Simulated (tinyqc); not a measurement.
Lorentz oscillators and the Kramers-Kronig relations: sweeps and comparisons. A value that a table varies takes the place of the one given here.

eps(E) = 1 + sum_j S_j/(E0_j^2 - E^2 - i G_j E).

Kramers-Kronig: eps1(E) = 1 + (2/pi) P integral_0^infinity E1 eps2(E1)/(E1^2 - E^2) dE1. Maclaurin rule on the grid E_j = j h, j = 1 .. M: eps1(E_i) = 1 + (4 h/pi) sum over j with j - i odd of E_j eps2(E_j)/(E_j^2 - E_i^2); nothing is added above E_M.

n + i k = sqrt(eps1 + i eps2) with k >= 0; R = ((n - 1)^2 + k^2)/((n + 1)^2 + k^2) at normal incidence from vacuum; alpha = 2 E k/(hbar c), times 1e8 for 1/cm; loss function Im(-1/eps) = eps2/(eps1^2 + eps2^2).

Constants: hbar c = 1973.269805 eV angstrom.

Values chosen for the exercise:
- E0 = (10.79) eV (resonances)
- G = (0.53) eV (widths)
- S = (25.2) eV^2 (strengths)
- h = 1 eV (grid step)
- M = 36 (grid points E_j = j h)
- E_t = 6 eV (energy below the first line)
- E = 6.38 eV (photon energy)

## Numerical transform against the formula

Every third grid point is listed; the error is the transform minus the formula.

Dielectric function:

| E (eV) | eps2 | eps1 formula | eps1 transform | error |
|---|---|---|---|---|
| 2.00 | 0.002 | 1.224 | 1.352 | 0.128 |
| 5.00 | 0.008 | 1.275 | 1.122 | -0.153 |
| 8.00 | 0.039 | 1.478 | 1.720 | 0.243 |
| 11.00 | 2.675 | -1.099 | 0.863 | 1.962 |
| 14.00 | 0.029 | 0.686 | 0.466 | -0.220 |
| 17.00 | 0.008 | 0.854 | 0.939 | 0.085 |
| 20.00 | 0.003 | 0.911 | 0.854 | -0.057 |
| 23.00 | 0.002 | 0.939 | 0.974 | 0.035 |
| 26.00 | 0.001 | 0.955 | 0.926 | -0.029 |
| 29.00 | 0.001 | 0.965 | 0.985 | 0.020 |
| 32.00 | 0.001 | 0.972 | 0.955 | -0.018 |
| 35.00 | 0.000 | 0.977 | 0.990 | 0.013 |

What can be read from the table?

The largest error listed is +1.962 at 11.00 eV. The rule samples every 2h = 2 eV and the narrowest line is 0.53 eV wide, so it is not resolved. The grid ends at 36 eV, where eps2 is still 0.000; the error at the last point listed, nearest the missing tail, is +0.013.

## How far the spectrum must be known

The integrals are done by adaptive quadrature and cut at E_cut. f-sum share: (2/pi) integral of E eps2 over sum S. Static share: (2/pi) integral of eps2/E over eps(0) - 1.

Cut integrals:

| E_cut (eV) | eps1(E_t) | f-sum share | static share |
|---|---|---|---|
| 8.6 | 1.014 | 0.017 | 0.051 |
| 11.9 | 1.298 | 0.899 | 0.945 |
| 16.2 | 1.311 | 0.969 | 0.994 |
| 21.6 | 1.312 | 0.981 | 0.998 |
| 32.4 | 1.313 | 0.989 | 1.000 |
| 53.9 | 1.313 | 0.994 | 1.000 |

eps1(E_t) from the formula = 1.313

How do the results move?

Cut at 11.9 eV, just above the last line, eps1(E_t) lacks 0.015; cut at 53.9 eV it lacks 0.000. At 16.2 eV the static sum has reached 0.994 and the f-sum only 0.969: the f-sum weights eps2 by E and the static sum by 1/E, so the f-sum needs the far tail.

## Optical constants across the spectrum

Spectrum:

| E (eV) | eps1 | eps2 | n | k | R | loss |
|---|---|---|---|---|---|---|
| 1.62 | 1.221 | 0.002 | 1.105 | 0.001 | 0.002 | 0.001 |
| 3.83 | 1.248 | 0.005 | 1.117 | 0.002 | 0.003 | 0.003 |
| 6.03 | 1.314 | 0.013 | 1.146 | 0.005 | 0.005 | 0.007 |
| 8.24 | 1.515 | 0.046 | 1.231 | 0.019 | 0.011 | 0.020 |
| 10.45 | 3.197 | 1.685 | 1.845 | 0.457 | 0.111 | 0.129 |
| 12.65 | 0.435 | 0.087 | 0.663 | 0.065 | 0.043 | 0.441 |
| 14.86 | 0.760 | 0.018 | 0.872 | 0.010 | 0.005 | 0.031 |
| 17.07 | 0.856 | 0.007 | 0.925 | 0.004 | 0.002 | 0.010 |
| 19.27 | 0.901 | 0.004 | 0.949 | 0.002 | 0.001 | 0.005 |
| 21.48 | 0.927 | 0.002 | 0.963 | 0.001 | 0.000 | 0.003 |
| 23.69 | 0.943 | 0.002 | 0.971 | 0.001 | 0.000 | 0.002 |
| 25.90 | 0.955 | 0.001 | 0.977 | 0.001 | 0.000 | 0.001 |

What can be read from the table?

Among the energies listed the largest values are at (eV): eps2 10.45; n 10.45; k 10.45; R 10.45; loss 12.65. eps1 crosses zero at 10.85 and 11.83 eV; the last crossing is upward and marks the plasmon, against sqrt(sum S) = 5.02 eV for free electrons.

## What each oscillator parameter does

At the energy E. Each row changes one parameter from the base and keeps the others.

Results:

| case | eps1 | eps2 | n | k | R |
|---|---|---|---|---|---|
| base | 1.332 | 0.015 | 1.154 | 0.006 | 0.005 |
| E0 = (11.329) eV | 1.287 | 0.011 | 1.135 | 0.005 | 0.004 |
| G = (0.795) eV | 1.331 | 0.022 | 1.154 | 0.010 | 0.005 |
| S = (30.24) eV^2 | 1.399 | 0.018 | 1.183 | 0.008 | 0.007 |
| E = 6.699 eV | 1.351 | 0.017 | 1.162 | 0.007 | 0.006 |

How do the results move?

The largest shifts from the base row, up to three for each result and ties (the steps differ in size, so this ranks the rows, not the parameters). eps1: S +0.066, E0 -0.045, E +0.019. eps2: G +0.007, E0 -0.004, S +0.003, E +0.003. n: S +0.028, E0 -0.020, E +0.008; unchanged at the printed digits by G. k: G +0.003, E0 -0.002, S +0.001, E +0.001. R: S +0.002, E0 -0.001, E +0.001; unchanged at the printed digits by G.

Run: tinyqc, `OMP_NUM_THREADS=1 python tinyqc.py 1682666 1682667 out.jsonl`; Intel(R) Xeon(R) Processor @ 2.30GHz, one thread, shared host; about 0.1 s of CPU time with all checks.
